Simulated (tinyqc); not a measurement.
Floating body of a partially depleted SOI transistor: body voltage and kink: one step of the calculation.

Source at 0 V. Channel current Ic = 2 nf K Vt^2 [F(0) - F(Vd)](1 + la Vd), F(V) = ln^2(1 + exp((Vg - VT - nf V)/(2 nf Vt))), VT = VT0 - gb Vb. Saturation voltage Vs = 2 Vt sqrt(F(0)) + 3 Vt, excess Ve = (Vd - Vs + sqrt((Vd - Vs)^2 + 0.0004 V^2))/2, multiplication M1 = Ai Ve exp(-Bl/Ve). Each junction passes D(v) = J1 (exp(v/Vt) - 1) + J2 (exp(v/(2 Vt)) - 1). Bipolar current Ib = bb J1 (exp(Vb/Vt) - 1). The body settles where M1 (Ic + Ib) = D(Vb) + D(Vb - Vd) + Vb/Rb; drain current Id = (1 + M1)(Ic + Ib) - D(Vb - Vd).

Problem. Drain current with floating and with grounded body. Id and VT at the converged Vb, Id at Vb = 0, their ratio, and the bipolar share Ib/(Ic + Ib).

Parameters, values chosen for the exercise; values of the order met in partially depleted silicon-on-insulator transistors:
```
symbol   value         unit                                                                                            meaning
T          398            K                                                                                        temperature
VT0       0.44            V                                                                     threshold at zero body voltage
gb        0.14                                                                  fall of the threshold per volt of body voltage
nf        1.22                                                                                                    slope factor
K          140  uA/(V^2 um)                                                                              gain factor per width
la        0.06          1/V                                                                   channel-length modulation factor
Ai        2.38          1/V                                                                        impact-ionisation prefactor
Bl         8.2            V                                                                          impact-ionisation voltage
J1      5.4e-9        uA/um                                                      diffusion saturation current of each junction
J2      3.4e-6        uA/um                                                  recombination saturation current of each junction
bb           3                                                 gain of the lateral bipolar transistor on the diffusion current
Rb         1e9      kohm um  resistance of a weak body tie to the source (1e9 stands for no tie, and the term is then dropped)
Vg        0.78            V                                                                                       gate voltage
Vd         1.1            V                                                                                      drain voltage
```

Constants: q = 1.602176634e-19 C, kB = 1.380649e-23 J/K, Vt = kB T/q. Results are converted to the units shown.

converged Vb = 0.23245419 V

Find: VT; Id, floating; Id, grounded; ratio; bipolar share.

Solution.

VT = 0.4075 V
Id, floating = 8.533 uA/um
Id, grounded = 7.130 uA/um
ratio = 1.197
bipolar share = 1.665e-4 %

The body rises to 0.232 V and lowers the threshold by 32.5 mV.

Range of the model: The multiplication law is an empirical form chosen for the exercise; self-heating and capacitive coupling to the body are left out, and the linear laws are rough once Vb passes about 0.7 V or M1 about 0.1.

Computed by the program tinyqc: `OMP_NUM_THREADS=1 python tinyqc.py 2182199 2182200 out.jsonl`, one thread of a shared Intel Xeon 2.30GHz, about 0.2 s for the whole run.
